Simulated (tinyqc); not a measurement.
Doping and flat-band voltage from two insulator thicknesses.

Question. A junctionless wire is fully depleted at VT = Vfb - q Nd R^2/(4 eps0 eps_r) - q Nd R^2 ln(1 + tox/R)/(2 eps0 eox). Find Nd and Vfb.

Values chosen for this exercise; material values close to those of gallium nitride:
```
symbol  value  unit                                      meaning
eps_r    9.61         relative permittivity of the semiconductor
eox       7.5        relative permittivity of the gate insulator
R          15    nm                                  wire radius
```

Constants: q = 1.602176634e-19 C, eps0 = 8.8541878128e-14 F/cm where lengths are in cm. Results are converted to the units shown.

VT at tox = 5 and 11 nm (V): 0.67319872  0.48092437

Answer. The difference of the thresholds is proportional to Nd and holds no Vfb.

Nd = 2.700e18 cm^-3
Vfb = 1.170 V

Computed by the program tinyqc: `OMP_NUM_THREADS=1 python tinyqc.py 2460122 2460123 out.jsonl`, one thread of a shared Intel Xeon 2.30GHz, about 0.01 s for the whole run.
